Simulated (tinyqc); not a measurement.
Voltage drop against the resistance of a horizontal segment.

A grid of 17 by 17 nodes with segments Rx (rows) and Ry (columns); every node draws I1 and the central node kh I1; pads with resistance Rp sit at the nodes whose row and column are multiples of the pitch, counting from 0. The drops u = Vdd - V follow from G u = i, with G the conductance matrix and i the load currents, solved directly. Here the pitch is 4.

Parameters, values chosen for the exercise:
```
symbol  value  unit                                   meaning
Vdd       0.8     V                            supply voltage
Ry       0.18   ohm          resistance of a vertical segment
Rp       0.44   ohm  resistance from a pad node to the supply
kh          5              factor on the load at the hot node
I1        0.9    mA  load current of a node in the large grid
```

Result of one run:

| Rx (ohm) | pads | worst drop (mV) | mean drop (mV) | largest drop at a pad (mV) | largest pad current (mA) | worst drop over Vdd (%) |
|---|---|---|---|---|---|---|
| 1 | 25 | 7.8821 | 6.4931 | 6.1319 | 13.936 | 0.98527 |

What becomes of these results when the resistance of a horizontal segment Rx is changed from 1 to 0.26 ohm, all else the same?

Result of the changed run:

| Rx (ohm) | pads | worst drop (mV) | mean drop (mV) | largest drop at a pad (mV) | largest pad current (mA) | worst drop over Vdd (%) |
|---|---|---|---|---|---|---|
| 0.26 | 25 | 6.1518 | 5.4978 | 5.5940 | 12.714 | 0.76898 |

The whole series:

| Rx (ohm) | pads | worst drop (mV) | mean drop (mV) | largest drop at a pad (mV) | largest pad current (mA) | worst drop over Vdd (%) |
|---|---|---|---|---|---|---|
| 0.065 | 25 | 5.5048 | 5.1032 | 5.2372 | 11.903 | 0.68811 |
| 0.13 | 25 | 5.7460 | 5.2559 | 5.3832 | 12.235 | 0.71825 |
| 0.26 | 25 | 6.1518 | 5.4978 | 5.5940 | 12.714 | 0.76898 |
| 0.52 | 25 | 6.8297 | 5.8856 | 5.8622 | 13.323 | 0.85371 |
| 1 | 25 | 7.8821 | 6.4931 | 6.1319 | 13.936 | 0.98527 |
| 2.1 | 25 | 10.017 | 7.7488 | 6.4026 | 14.551 | 1.2522 |
| 4.2 | 25 | 13.884 | 10.032 | 6.5926 | 14.983 | 1.7355 |

The worst drop rises from 5.50 to 13.9 mV and the mean drop rises from 5.10 to 10.0 mV. The worst drop goes as Rx^(0.06) between the first two rows and Rx^(0.47) between the last two. The central node is itself a pad.

tinyqc, about 0.2 s, one thread, Intel Xeon 2.30GHz (shared host): `OMP_NUM_THREADS=1 python tinyqc.py 2770214 2770215 out.jsonl`
